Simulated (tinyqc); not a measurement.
Electromigration in a confined line: Blech product, Korhonen stress evolution and Black's law: one step, computed by the program tinyqc.

The electron wind pushes atoms from the cathode (x = 0) to the anode (x = L); blocking ends build a back stress (tension positive). The input rho is taken not to change with temperature. d sigma/dt = d/dx [kappa (d sigma/dx + G)], with zero flux at both ends and sigma = sigma_0 at t = 0.

Question. Driving force and diffusivities. G = Z* e rho j/Omega; D = D0 exp(-E/(k_B T)); kappa = D B Omega/(k_B T); drift velocity of an unconfined line v = D Z* e rho j/(k_B T). SI: 1 micro-ohm cm = 1e-8 ohm m, 1 MA/cm^2 = 1e10 A/m^2. Temperatures in kelvin are T(C) + 273.15.

Inputs (values chosen for the exercise, close to those used for copper lines):

| quantity | value | unit |
|---|---|---|
| resistivity rho | 2.6 | micro-ohm cm |
| atomic volume Omega | 11.8 | angstrom^3 |
| effective charge number Z* | 0.99 | - |
| prefactor D0 | 2.7e-08 | m^2/s |
| activation energy E | 0.879 | eV |
| effective modulus B | 23 | GPa |
| current density j | 2.2 | MA/cm^2 |
| test temperature T | 290 | C |

Start: thermal stress.

Constants: e = 1.602176634e-19 C; k_B = 8.617333262e-05 eV/K; k_B = 1.380649e-23 J/K.

Give: stress gradient G; diffusivity D; kappa; drift velocity.

Answer.

stress gradient G = 7.689 MPa/um

diffusivity D = 3.672e-16 m^2/s

kappa = 1.282e-14 m^2/s

drift velocity = 15.43 nm/h
